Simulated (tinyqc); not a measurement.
Octagonal on-chip spiral inductor, lumped pi model: one step of the calculation.

Outer diameter do = di + 2 n wd + 2 (n - 1) sp, mean da = (do + di)/2, fill p = (do - di)/(do + di), length l = 3.314 n da. L = 2.25 mu0 n^2 da/(1 + 3.55 p), mu0 = 4 pi 1e-7 H/m. Rs = rho l/(wd delta (1 - exp(-th/delta))), delta = sqrt(rho/(pi f mu0)). Cs = n wd^2 eps0 eo/hu across the coil. At each end Cox = l wd eps0 eo/(2 ho) leads to the substrate branch Rsi = 2 rs he/(l wd) in parallel with Csi = l wd eps0 11.7/(2 he). With one end grounded Y = 1/(Rs + i w L) + i w Cs + 1/[1/(i w Cox) + 1/(1/Rsi + i w Csi)], w = 2 pi f; Q = -Im Y/Re Y. Eddy currents in neighbouring turns and in the substrate are left out.

Problem. Geometry and model elements. do, l, L, delta, Rs, Cs, Cox, Rsi and Csi as defined.

Inputs (values chosen for the exercise); values of the order met in silicon radio-frequency processes:
- n = 2.5 (number of turns)
- wd = 15 um (line width)
- sp = 1.5 um (space between turns)
- di = 60 um (inner diameter)
- th = 2 um (metal thickness)
- rho = 3 uohm cm (metal resistivity)
- ho = 9.9 um (oxide below the coil)
- hu = 0.9 um (oxide between coil and underpass)
- eo = 3 (relative permittivity of the oxide)
- rs = 1 ohm cm (substrate resistivity)
- he = 50 um (effective spreading depth in the substrate)
- f = 3 GHz (frequency)

Constants: eps0 = 8.8541878128e-12 F/m. Results are converted to the units shown.

Find: do; l; L; delta; Rs; Cs; Cox; Rsi; Csi.

Solution.

do = 139.5 um
l = 826.4 um
L = 0.7300 nH
delta = 1.592 um
Rs = 1.452 ohm
Cs = 16.60 fF
Cox = 16.63 fF
Rsi = 80.67 ohm
Csi = 12.84 fF

Numbers from tinyqc (`OMP_NUM_THREADS=1 python tinyqc.py 2302151 2302152 out.jsonl`; about 0.01 s on one thread of a shared Intel Xeon 2.30GHz).
